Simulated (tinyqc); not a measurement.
Stacked nanosheet transistor, parasitic resistance, capacitance and delay: one step of the calculation.

Ns sheets share one contact on top; each has perimeter p = 2 (Ws + ts) and cross-section A = Ws ts; contact width Wc = Ws + 10 nm, stack height Hs = Ns pv. Sheet 1 is the top one. Contact length Lc = CPP - Lg - 2 Lsp, shared by two neighbouring gates. Source and drain sides are equal. The formulas are first-order estimates, not field solutions.

Task. Geometry and resistances. Epitaxy sheet resistance Rsh = re/te, transfer length LT = sqrt(rc/Rsh), contact Rc = [sqrt(rc Rsh)/Wc] coth(Lc/(2 LT)); extension of one sheet Rx = rx Lsp/A. Effective width N p; for equal currents and rv = 0 one side has Rc + Rx/N.

Values chosen for this exercise; values close to those of silicon logic devices: number of sheets Ns = 2; sheet width Ws = 20 nm; sheet thickness ts = 4 nm; contacted gate pitch CPP = 70 nm; gate length Lg = 18 nm; spacer length Lsp = 8 nm; contact resistivity rc = 2.5e-9 ohm cm^2; resistivity of the source-drain epitaxy re = 0.00063 ohm cm; current-carrying depth of the epitaxy te = 30 nm; resistivity of the extension rx = 0.00044 ohm cm.

Give: Lc; effective width; Rsh; LT; Rc; Rx; one side times effective width.

Result.

Lc = 36.000 nm
effective width = 96.000 nm
Rsh = 210.00 ohm
LT = 34.503 nm
Rc = 504.22 ohm
Rx = 440.00 ohm
one side times effective width = 69.525 ohm um

Numbers from tinyqc (`OMP_NUM_THREADS=1 python tinyqc.py 2170166 2170167 out.jsonl`; about 0.08 s on one thread of a shared Intel Xeon 2.30GHz).
